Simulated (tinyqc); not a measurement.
Thermal stress, cracking, delamination and buckling of a thin film; Griffith cracks and misfitting inclusions: one step, computed by the program tinyqc. Command: `OMP_NUM_THREADS=1 python tinyqc.py 3026865 3026866 out.jsonl filmcrack walk`. One thread of a shared host (Intel(R) Xeon(R) Processor @ 2.30GHz), about 0.01 s of CPU time with the checks.

Isotropic linear elasticity; the substrate is much thicker than the film; stress is positive in tension.

Question. Griffith crack in the substrate. Through crack of length 2a in plane strain: K_Ic = sqrt(2 gamma_s E_s/(1 - nu_s^2)); fracture stress = K_Ic/sqrt(pi a). An edge crack of depth a has K larger by 1.1215.

Inputs (values chosen for the exercise, modelled on a tungsten film on silicon):
```
quantity                          value        unit
substrate Young's modulus E_s       150         GPa
substrate Poisson ratio nu_s       0.28           -
flaw half length a                0.068  micrometre
substrate surface energy gamma_s    1.8       J/m^2
```

Give: toughness K_Ic; fracture stress, inner crack; fracture stress, edge crack.

Answer.

toughness K_Ic = 0.76547 MPa m^0.5

fracture stress, inner crack = 1656.1 MPa

fracture stress, edge crack = 1476.7 MPa

The inner crack lowers the strength to 11.0 % of the ideal E_s/10.
